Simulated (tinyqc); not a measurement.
What each parameter does: delta-doped layer in the Thomas-Fermi potential.

All donors ionised in the plane z = 0, zero temperature, energies from the Fermi level EF of the Thomas-Fermi model, which lies at the bulk band edge; c = hbar^2/2m0, q = e^2/(4 pi eps0). Layer in a (001) plane: two valleys with m_z = ml, m_d = mt (unprimed) and four with m_z = mt, m_d = sqrt(ml mt) (primed); m3 = (ml mt^2)^(1/3), gv = 6. With n = (gv/3 pi^2)(m3 (-V)/c)^(3/2) and V'' = -(4 pi q/eps) n for z > 0, the solution is V = -b/(|z| + z0)^4 with sqrt(b) = 20/K, K = (4 pi q/eps)(gv/3 pi^2)(m3/c)^(3/2), and z0^5 = 4b/(e F0), e F0 = 2 pi q N/eps; 1e13/cm^2 = 1e-3/angstrom^2. Exchange and correlation are left out.

Subbands solve -(c/m_z) psi'' + V psi = E psi on 1280 points of spacing z0/80; up to ten levels for each group, kept if bound with an rms width below 2.5 z0.

Constants: hbar^2/2m0 = 3.80998211 eV angstrom^2; e^2/(4 pi eps0) = 14.39964547 eV angstrom.

Inputs chosen for the exercise (near those of a delta-doped layer in Si; shifted at random, so the results belong to these values and not to a real crystal): ml = 0.918 m0 (longitudinal mass); mt = 0.193 m0 (transverse mass); eps = 12 (dielectric constant); N = 4.6 x 1e13/cm^2 (donor sheet density).

z0, depth, lowest level and its rms width.

One parameter was then changed.

Results before and after:
```
case,z0 (angstrom),depth (eV),lowest (eV),rms z (angstrom)
base,24.02,0.2082,-0.0882,6.76
changed,26.60,0.1384,-0.0551,8.31
```

Which of these changes was made? (a) N = 2.76 x 1e13/cm^2; (b) mt = 0.164 m0; (c) eps = 10.8; (d) ml = 1.056 m0.

Answer: (a) N = 2.76 x 1e13/cm^2. Of the candidates, run in turn, only this one gives the changed row.

All candidates:
```
case,z0 (angstrom),depth (eV),lowest (eV),rms z (angstrom)
base,24.02,0.2082,-0.0882,6.76
N = 2.76 x 1e13/cm^2,26.60,0.1384,-0.0551,8.31
eps = 10.8,22.55,0.2172,-0.0897,6.62
ml = 1.056 m0,23.35,0.2025,-0.0871,6.39
mt = 0.164 m0,25.63,0.2223,-0.0994,6.54
```

Program tinyqc; command `OMP_NUM_THREADS=1 python tinyqc.py 1281317 1281318 out.jsonl`; about 0.2 s on one thread of a shared Intel(R) Xeon(R) Processor @ 2.30GHz.
